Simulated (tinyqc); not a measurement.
Against voltage: leakage through a gate insulator: direct, Fowler-Nordheim, trap-assisted and Poole-Frenkel currents. Computed by tinyqc, a small Python program. Command: `OMP_NUM_THREADS=1 python tinyqc.py 3015374 3015375 out.jsonl oxideleak walk`. One thread of a shared host (Intel(R) Xeon(R) Processor @ 2.30GHz), about 0.01 s of CPU time with the checks.

Electrons enter from the cathode Fermi level at x = 0; the conduction band of the insulator lies phi_b - e F x above it, F = V/t. WKB exponents use a parabolic band with mass m.

Inputs (values chosen for the exercise, with an insulator like HfO2):
```
quantity,value,unit
thickness t,8.8,nm
barrier phi_b,1.55,eV
tunnelling mass m,0.22,m_0
static constant eps_ox,20.4,-
trap depth phi_t,1,eV
trap density N_t,1.2e+17,cm^-3
attempt rate nu_0,1e+12,1/s
activation of capture E_a,0.13,eV
temperature T,350,K
```

Constants: e = 1.602176634e-19 C; hbar = 1.054571817e-34 J s; hbar^2/(2 m_0) = 3.80998212 eV angstrom^2; k_B = 8.617333262e-05 eV/K.

Method:
- For a level a distance phi(x) below the band, the WKB exponent is 2 int kappa dx with kappa = sqrt(m phi/(hbar^2/2m_0)); for a linear barrier from phi_1 down to phi_2 = max(phi_1 - e F d, 0) it is G = (4/3) sqrt(m/(hbar^2/2m_0)) (phi_1^(3/2) - phi_2^(3/2))/(e F).
- J_tun = e^3 F^2/(16 pi^2 hbar m phi_b) x exp(-G) / [1 - sqrt(phi_2/phi_b)]^2 with the free-electron mass in the cathode (m in m_0), phi_2 = max(phi_b - e V, 0): direct tunnelling for e V < phi_b, Fowler-Nordheim above. Image forces, back-flow and the limit on supply are left out, so J_tun is overstated below about 0.5 V.
- A trap at depth x lies phi_t below the band. Capture: tunnel at the cathode Fermi level from 0 to x (G_in from phi_1 = phi_b), rate nu_0 exp(-G_in - E_c/k_B T) with E_c = E_a + max(phi_b - phi_t - e F x, 0), the last term being the height of the trap above the cathode Fermi level. Emission: tunnel from the trap level to the anode (G_out from phi_1 = phi_t over t - x), rate nu_0 exp(-G_out - E_a/k_B T). Re-emission to the cathode follows from detailed balance, rate_back = rate_in exp(dE/k_B T) with dE = phi_b - phi_t - e F x. Each trap passes R = rate_in rate_out/(rate_in + rate_back + rate_out) electrons per second; filling from the anode is left out.
- J_TAT = e N_t int_0^t R dx by the midpoint rule on 400 intervals; the most effective depth is the midpoint with the largest R, rounded to 0.01 nm.

Currents:
```
V (V),F (MV/cm),J_tun (A/cm^2),J_TAT (A/cm^2),best depth (nm)
1.06,1.205,1.6022e-11,7.7298e-10,3.93
2.13,2.420,2.1347e-04,1.4547e-05,2.39
3.21,3.648,2.6183e+00,1.0263e-03,1.60
4.29,4.875,3.3350e+02,8.8862e-03,1.20
5.37,6.102,6.6971e+03,3.6335e-02,0.98
6.45,7.330,5.2705e+04,1.0653e-01,0.82
7.52,8.545,2.3792e+05,2.5268e-01,0.72
8.60,9.773,7.7196e+05,5.1605e-01,0.63
9.68,11.000,1.9811e+06,9.2712e-01,0.56
```

The larger current changes between 1.06 and 2.13 V (to J_tun). Over the range J_tun grows by 17.1 decades and J_TAT by 9.1. The best depth moves towards the cathode as the field rises. The highest rows may lie beyond breakdown.

Extremes, crossings and ranges named in words are read from the listed rows.
